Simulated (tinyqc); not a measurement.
Rate against the binding of B: microkinetic model of a Langmuir-Hinshelwood surface reaction A + (1/2) B2 = AB with Bronsted-Evans-Polanyi barriers. Computed by tinyqc, a small Python program. Command: `OMP_NUM_THREADS=1 python tinyqc.py 3011826 3011827 out.jsonl microkin walk`. One thread of a shared host (Intel(R) Xeon(R) Processor @ 2.30GHz), about 0.01 s of CPU time with the checks.

A adsorbs in equilibrium; B2 dissociates irreversibly on two free sites; adsorbed A and B react irreversibly and AB leaves at once. theta_A + theta_B + theta_* = 1.

Inputs (values chosen for the exercise, for a model catalyst):
```
quantity                               value   unit
adsorption energy of A, E_A           -0.778     eV
entropy loss of A, S_A                   1.4  meV/K
entropy loss of B2, S_B                  1.7  meV/K
slope a1 of the dissociation barrier    0.61      -
intercept b1                             1.3     eV
slope a2 of the reaction barrier         0.4      -
intercept b2                             0.1     eV
pressure p_A                            0.08    bar
pressure p_B                           0.015    bar
temperature T                            700      K
```

Constants: k_B = 8.617333262e-05 eV/K; hbar = 6.582119569e-16 eV s.

Method. K_A = exp(-(E_A + T S_A)/(k_B T)) per bar; barriers E1 = max(b1 + a1 2 E_B, 0), E2 = b2 - a2 (E_A + E_B); k1 = (k_B T/h) exp(-S_B/k_B) exp(-E1/(k_B T)) per bar, k2 = (k_B T/h) exp(-E2/(k_B T)), h = 2 pi hbar. theta_A = K_A p_A theta_*; 2 k1 p_B theta_*^2 = k2 theta_A theta_B, so theta_B = w theta_* with w = 2 k1 p_B/(k2 K_A p_A); theta_* = 1/(1 + K_A p_A + w); rate r = k2 theta_A theta_B.

Changing E_B at fixed E_A:
```
E_B (eV)  E1 (eV)  E2 (eV)  theta_*    theta_A     theta_B  log10 r
-2.40           0   1.3712  0.00462  0.0000130  9.9536e-01  -1.5965
-2.10           0   1.2512  0.03284  0.0000923  9.6706e-01   0.1064
-1.80           0   1.1312  0.19880  0.0005587  8.0064e-01   1.6702
-1.50           0   1.0112  0.64363  0.0018088  3.5457e-01   2.6907
-1.25           0   0.9112  0.90270  0.0025369  9.4763e-02   2.9845
-1.00       0.080   0.8112  0.99194  0.0027877  5.2679e-03   2.4904
-0.75       0.385   0.7112  0.99719  0.0028024  6.4278e-06   0.2991
-0.50       0.690   0.6112  0.99720  0.0028024  7.8017e-09  -1.8968
-0.25       0.995   0.5112  0.99720  0.0028024  9.4693e-12  -4.0927
0.00        1.300   0.4112  0.99720  0.0028024  1.1493e-14  -6.2886
```

What does the comparison show, and why?

The rate is highest at E_B = -1.25 eV among these rows, where theta_B = 0.095. On the weak-binding side log10 r falls by 8.8 per eV, from the dissociation barrier (2 a1/(k_B T ln 10) = 8.8). On the strong-binding side B fills the surface and the rate falls again: the Sabatier volcano.

Extremes, crossings and ranges named in words are read from the listed rows.
